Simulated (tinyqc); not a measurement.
ROHF in the 6-311g basis, for H2-, spin multiplicity 2, step by step (part 2 of 2). The basis has no diffuse functions, so it cannot describe the extra electron: this is an exercise in the method, not the real anion. Computed by tinyqc, a small Python program that keeps every step (integrals from PySCF). Command: `OMP_NUM_THREADS=1 python tinyqc.py 21326 21327 out.jsonl` (the two numbers bound the seeds that draw the settings). One thread of a shared host (Intel(R) Xeon(R) Processor @ 2.60GHz), about 0.06 s of CPU time with the checks.

Geometry (angstrom):

| atom | x | y | z |
|---|---|---|---|
| H | 0.000000 | 0.000000 | 0.000000 |
| H | 0.000000 | 0.000000 | 1.402000 |

## Iteration 3: diagonalisation and new density

effective F (hartree), lower triangle:
```
           1H 1s      1H 2s      1H 3s      2H 1s      2H 2s     2H 3s
1H 1s   1.054962
1H 2s  -0.080185   0.098362
1H 3s  -0.277119  -0.080425   0.014414
2H 1s  -0.086619  -0.159879  -0.186436   1.054962
2H 2s  -0.159879  -0.145925  -0.133641  -0.080185   0.098362
2H 3s  -0.186436  -0.133641  -0.069162  -0.277119  -0.080425  0.014414
```

X, lower triangle:
```
           1H 1s      1H 2s      1H 3s      2H 1s      2H 2s     2H 3s
1H 1s   1.371227
1H 2s  -0.741358   2.096283
1H 3s   0.201355  -0.997336   1.973241
2H 1s   0.007281   0.048661  -0.056339   1.371227
2H 2s   0.048661  -0.175459   0.154223  -0.741358   2.096283
2H 3s  -0.056339   0.154223  -0.719257   0.201355  -0.997336  1.973241
```

Diagonalise F' = X^T F X, C = X C', fill 2 alpha and 1 beta electrons from the bottom; D(s) = C_occ C_occ^T. Each column has its largest component positive (the first on a tie).

F' = X^T F X (hartree), lower triangle:
```
           1          2          3          4          5         6
1   2.078443
2  -1.180523   1.197759
3  -0.033968  -0.386727   0.372860
4   0.053852  -0.024328  -0.106007   2.078443
5  -0.024328  -0.156798   0.008846  -1.180523   1.197759
6  -0.106007   0.008846  -0.129645  -0.033968  -0.386727  0.372860
```

orbital energies (hartree): MO1 -0.141257, MO2 0.204865, MO3 0.645534, MO4 0.747096, MO5 2.912194, MO6 2.929692

coefficients C:
```
            MO1        MO2        MO3        MO4        MO5        MO6
1H 1s  0.132558   0.135618   0.041402  -0.074816  -1.086870  -1.118683
1H 2s  0.205959   0.187656   1.012760  -1.109115   1.171330   1.513329
1H 3s  0.317431   0.935242  -0.925779   1.639886  -0.440843  -0.870122
2H 1s  0.132558  -0.135618   0.041402   0.074816  -1.086870   1.118683
2H 2s  0.205959  -0.187656   1.012760   1.109115   1.171330  -1.513329
2H 3s  0.317431  -0.935242  -0.925779  -1.639886  -0.440843   0.870122
```

D(alpha) after iteration 3, lower triangle:
```
           1H 1s      1H 2s      1H 3s     2H 1s     2H 2s     2H 3s
1H 1s   0.035964
1H 2s   0.052751   0.077634
1H 3s   0.168914   0.240882   0.975441
2H 1s  -0.000821   0.001852  -0.084758  0.035964
2H 2s   0.001852   0.007205  -0.110126  0.052751  0.077634
2H 3s  -0.084758  -0.110126  -0.773916  0.168914  0.240882  0.975441
```

D(beta) after iteration 3, lower triangle:
```
          1H 1s     1H 2s     1H 3s     2H 1s     2H 2s     2H 3s
1H 1s  0.017572
1H 2s  0.027302  0.042419
1H 3s  0.042078  0.065378  0.100763
2H 1s  0.017572  0.027302  0.042078  0.017572
2H 2s  0.027302  0.042419  0.065378  0.027302  0.042419
2H 3s  0.042078  0.065378  0.100763  0.042078  0.065378  0.100763
```

## Iteration 7 (converged): orbitals

converged F (hartree), lower triangle:
```
           1H 1s      1H 2s      1H 3s      2H 1s      2H 2s     2H 3s
1H 1s   1.054013
1H 2s  -0.080283   0.098731
1H 3s  -0.276852  -0.080241   0.013879
2H 1s  -0.084111  -0.157681  -0.185613   1.054013
2H 2s  -0.157681  -0.144338  -0.133545  -0.080283   0.098731
2H 3s  -0.185613  -0.133545  -0.070159  -0.276852  -0.080241  0.013879
```

As before.

F' = X^T F X (hartree), lower triangle:
```
           1          2          3          4          5         6
1   2.077242
2  -1.180585   1.198056
3  -0.034001  -0.386265   0.372790
4   0.055291  -0.022736  -0.105819   2.077242
5  -0.022736  -0.155437   0.008279  -1.180585   1.198056
6  -0.105819   0.008279  -0.131267  -0.034001  -0.386265  0.372790
```

orbital energies (hartree): MO1 -0.140865, MO2 0.204996, MO3 0.646072, MO4 0.745427, MO5 2.911468, MO6 2.929077

coefficients C:
```
            MO1        MO2        MO3        MO4        MO5        MO6
1H 1s  0.132412   0.136426   0.041829  -0.074406  -1.086871  -1.118612
1H 2s  0.203203   0.192055   1.013256  -1.107972   1.171383   1.513614
1H 3s  0.319967   0.928152  -0.924876   1.643955  -0.440906  -0.870037
2H 1s  0.132412  -0.136426   0.041829   0.074406  -1.086871   1.118612
2H 2s  0.203203  -0.192055   1.013256   1.107972   1.171383  -1.513614
2H 3s  0.319967  -0.928152  -0.924876  -1.643955  -0.440906   0.870037
```

D(alpha) after iteration 7, lower triangle:
```
           1H 1s      1H 2s      1H 3s     2H 1s     2H 2s     2H 3s
1H 1s   0.036145
1H 2s   0.053108   0.078176
1H 3s   0.168992   0.243274   0.963846
2H 1s  -0.001079   0.000705  -0.084257  0.036145
2H 2s   0.000705   0.004406  -0.113238  0.053108  0.078176
2H 3s  -0.084257  -0.113238  -0.759088  0.168992  0.243274  0.963846
```

D(beta) after iteration 7, lower triangle:
```
          1H 1s     1H 2s     1H 3s     2H 1s     2H 2s     2H 3s
1H 1s  0.017533
1H 2s  0.026907  0.041291
1H 3s  0.042368  0.065018  0.102379
2H 1s  0.017533  0.026907  0.042368  0.017533
2H 2s  0.026907  0.041291  0.065018  0.026907  0.041291
2H 3s  0.042368  0.065018  0.102379  0.042368  0.065018  0.102379
```

## Convergence

Stop when the energy changes by less than 1e-10 hartree and every element of the error matrix X^T (F D S - S D F) X is below 3e-06.

Course of the cycle:

| iteration | E (hartree) | change | largest element of the error matrix |
|---|---|---|---|
| 1 | -0.84556860 | - | 1.80e-01 |
| 2 | -0.98179566 | -1.36e-01 | 2.23e-02 |
| 3 | -0.98308355 | -1.29e-03 | 5.27e-03 |
| 4 | -0.98319692 | -1.13e-04 | 1.62e-03 |
| 5 | -0.98321225 | -1.53e-05 | 6.77e-05 |
| 6 | -0.98321228 | -2.46e-08 | 4.61e-07 |
| 7 | -0.98321228 | -1.92e-12 | 5.72e-08 |

PySCF ROHF in the same basis = -0.98321228 hartree

Converged in 7 iterations.

## Populations, bond orders and dipole

overlap S, lower triangle:
```
          1H 1s     1H 2s     1H 3s     2H 1s     2H 2s     2H 3s
1H 1s  1.000000
1H 2s  0.706377  1.000000
1H 3s  0.373664  0.788963  1.000000
2H 1s  0.012737  0.115168  0.192005  1.000000
2H 2s  0.115168  0.318675  0.455972  0.706377  1.000000
2H 3s  0.192005  0.455972  0.697268  0.373664  0.788963  1.000000
```

Mulliken: Z minus the diagonal of D S on the atom; Loewdin: the same with S^(1/2) D S^(1/2); Mayer order: 2 sum_s sum (D(s) S)_ij (D(s) S)_ji over the two atoms.

Charges (e):

| atom | Mulliken | Loewdin | Mulliken spin |
|---|---|---|---|
| 1H | -0.500000 | -0.500000 | 0.500000 |
| 2H | -0.500000 | -0.500000 | 0.500000 |

Mayer bond orders:

| pair | order |
|---|---|
| 2-1 | 0.357221 |

dipole moment about the origin, x y z (debye): 0.000000  0.000000  -3.367047
